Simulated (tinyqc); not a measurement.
Bias-temperature instability, empirical power law with universal recovery: one step of the calculation.

Threshold-voltage shift at the end of a stress: dV = A (V/V0)^g exp[-(Ea q/kB)(1/T - 1/T0)] (t/1 s)^n. After a delay tr the permanent share pp stays and the rest falls by r = 1/(1 + B (tr/t)^be). An empirical model: its parameters are fits, not properties.

Problem. Shift and lifetime at use conditions. The lifetime solves dV = dc; ten years are 3.15576e8 s.

Values chosen for this exercise:

| symbol | value | unit | meaning |
|---|---|---|---|
| V0 | 1.9 | V | reference stress voltage |
| T0 | 373 | K | reference temperature |
| A | 4.7 | mV | shift after 1 s at V0 and T0 |
| n | 0.25 |  | time exponent |
| g | 3.4 |  | voltage exponent |
| Ea | 0.17 | eV | apparent activation energy of the shift |
| V | 1.03 | V | use voltage |
| T | 378 | K | use temperature |
| dc | 30 | mV | failure criterion |

Constants: q = 1.602176634e-19 C, kB = 1.380649e-23 J/K. Results are converted to the units shown.

Find: voltage factor; temperature factor; shift after ten years; lifetime; largest voltage for ten years.

Solution.

voltage factor = 0.12471
temperature factor = 1.0725
shift after ten years = 83.780 mV
lifetime = 0.1644 years
largest voltage for ten years = 0.76147 V

The device fails: the shift at ten years is above dc. In time the voltage exponent is g/n = 13.6 and the activation energy Ea/n = 0.680 eV.

tinyqc, about 0.01 s, one thread, Intel Xeon 2.30GHz (shared host): `OMP_NUM_THREADS=1 python tinyqc.py 2070108 2070109 out.jsonl`
